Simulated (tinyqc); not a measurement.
Worked calculation: heavy doping: band filling, gap narrowing, band tails and the effective intrinsic density. Computed by tinyqc, a small Python program that keeps every step. Command: `OMP_NUM_THREADS=1 python tinyqc.py 3019281 3019282 out.jsonl gapnarrow walk`. One thread of a shared host (Intel(R) Xeon(R) Processor @ 2.30GHz), about 0.02 s of CPU time with the checks. Intermediate numbers are printed to about 6 digits and carried at full precision; extremes and crossings named in words are read from the listed rows.

An n-type crystal above its Mott density, with all dopants ionised: n = N_D - N_A, ionised centres N_I = N_D + N_A. Valleys are taken as spherical with mass m_e.

Inputs (values chosen for the exercise, modelled on silicon):

| quantity | value | unit |
|---|---|---|
| gap E_g | 1.15 | eV |
| electron mass m_e | 0.315 | m_0 |
| valleys M_c | 6 | - |
| hole mass m_h | 0.824 | m_0 |
| dielectric constant eps | 11.4 | - |
| donor density N_D | 2e+20 | cm^-3 |
| compensation ratio N_A/N_D | 0 | - |
| temperature T | 400 | K |

Conduction band: parabolic.

Constants: a_0 = 0.529177210903 angstrom; Ry = 13.605693123 eV; k_B = 8.617333262e-05 eV/K; hbar^2/(2 m_0) = 3.80998212 eV angstrom^2; e = 1.602176634e-19 C; eps_0 = 8.8541878128e-12 F/m; e^2/(4 pi eps_0) = 14.39964548 eV angstrom.

## Scales

n = N_D (1 - ratio); Ry* = Ry m_e/eps^2, a* = a_0 eps/m_e; r_s = (3/(4 pi n))^(1/3)/a*; k_F = (3 pi^2 n/M_c)^(1/3); Mott density (0.26/a*)^3.

n = 2.00e+20 cm^-3

Ry* = 32.9778 meV

a* = 19.1512 angstrom

r_s = 0.553900

k_F = 0.0995634 1/angstrom

Mott density = 2.50227e+18 cm^-3

## Band filling

n = M_c (1/(2 pi^2)) (m_e/(hbar^2/2m_0))^(3/2) int sqrt(E) f dE, f = 1/(1 + exp((E - E_F)/k_B T)); trapezoid rule in t = sqrt(E/k_B T), step 0.02 up to 12; E_F by bisection from the band edge. At T = 0, E_F = (hbar^2/2m_0) k_F^2/m_e; dn/dE_F uses f (1 - f)/k_B T in place of f.

E_F above the band edge = 110.567 meV

E_F at T = 0 = 119.898 meV

E_F/k_B T = 3.20768

dn/dE_F = 2.29100e+21 cm^-3/eV

## Screening, narrowing and potential fluctuations

Screening: q^2 = (e/(eps eps_0)) dn/dE_F. Exchange lowers the conduction band by (1/pi) k_F e^2/(4 pi eps_0 eps) (T = 0 Hartree-Fock at k_F, taken as a rigid shift). Screening raises the valence band by (q/2) e^2/(4 pi eps_0 eps) (static Coulomb hole). The narrowing is the sum; electron correlation and carrier-ion shifts are left out. Root-mean-square potential of randomly placed ions: V_rms = (e^2/(4 pi eps_0 eps)) sqrt(2 pi N_I/q).

screening length 1/q = 5.24395 angstrom

exchange term = 40.0311 meV

Coulomb-hole term = 120.436 meV

gap narrowing = 160.468 meV

V_rms = 102.537 meV

V_rms is 0.93 of the larger of E_F and k_B T, so band tails matter. Caution: the screening length is well below a*, where static Thomas-Fermi screening overstates the Coulomb hole.

## What optics and devices see

n p/n_i^2 = exp(narrowing/k_B T) x (n/N) exp(-E_F/k_B T), N being the limit of n exp(-E_F/k_B T) far below the edge (taken at E_F = -12 k_B T); apparent narrowing = k_B T ln(n p/n_i^2).

apparent narrowing = 104.541 meV

log10(n p/n_i^2) = 1.31716

Degeneracy takes back 55.9 meV of the 160.5 meV of narrowing, and the minority density stays above its ideal value n_i^2/n.

## Filling against narrowing

The compensation ratio is held.

Against carrier density (energies in meV):

| n (cm^-3) | E_F | narrowing | apparent narrowing | V_rms |
|---|---|---|---|---|
| 2.00e+19 | -18.821 | 74.609 | 68.702 | 47.540 |
| 4.00e+19 | 10.900 | 97.567 | 85.830 | 58.439 |
| 8.00e+19 | 46.231 | 123.708 | 100.533 | 73.322 |
| 1.40e+20 | 82.170 | 145.997 | 106.172 | 89.582 |
| 2.00e+20 | 110.567 | 160.468 | 104.541 | 102.537 |
| 3.20e+20 | 157.556 | 179.950 | 93.235 | 123.363 |
| 5.00e+20 | 216.231 | 199.305 | 69.299 | 147.769 |
| 8.00e+20 | 298.819 | 221.221 | 24.827 | 179.229 |

Narrowing grows with exponent 0.22 between the last rows (exchange goes as n^(1/3), the Coulomb hole as n^(1/6) in a degenerate parabolic band) and E_F with 0.69 (2/3 for a parabolic band at T = 0). The apparent narrowing peaks at 106.2 meV near 1.4e20 cm^-3 and then falls, as E_F grows faster than the narrowing. In rows with E_F below 2 k_B T the T = 0 exchange term is overstated. Where V_rms is above half of E_F, band tails blur the edge by more than small net shifts.

Checks made by the program: E_F at low temperature against the T = 0 value (relative difference 2e-04).
